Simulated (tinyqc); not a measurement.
Gupta-type many-body potential for a metal: one step, computed by the program tinyqc. Command: `OMP_NUM_THREADS=1 python tinyqc.py 3021801 3021802 out.jsonl gupta walk`. One thread of a shared host (Intel(R) Xeon(R) Processor @ 2.30GHz), about 0.02 s of CPU time with the checks.

E_i = sum_j A exp(-p (r_ij/r0 - 1)) - xi rho_i^gamma, with rho_i = sum_j exp(-2 q (r_ij/r0 - 1)); gamma = 1/2 is the tight-binding second-moment form. The crystal is fcc unless stated; d is the neighbour distance and a fixed number of shells is kept.

Task: Unrelaxed vacancy. Each neighbour j of the vacancy loses one repulsive term and one density term: E_v = sum_shells count x {-repulsion - xi [(rho - density)^gamma - rho^gamma]}. (The removed atom returns to a bulk-like site, so its own energy cancels.)

Inputs (values chosen for the exercise, for a model metal): hopping xi = 1.17 eV; embedding exponent gamma = 0.45.

Shells:
```
shell,count,r (angstrom),repulsion (eV),density
1,12,3.490524,0.1039246,1.021961
2,6,4.936347,0.0020216,0.050972
```

density rho = 12.56937

repulsive energy = 1.259225 eV

Give: vacancy energy E_v; ratio E_v/E_c, E_c = xi rho^gamma less the repulsive energy.

Result:

vacancy energy E_v = 0.4230 eV

ratio E_v/E_c, E_c = xi rho^gamma less the repulsive energy = 0.1766

A pair potential gives E_v = E_c; here the ratio is 0.18, as the remaining bonds of the neighbours strengthen when one is lost.
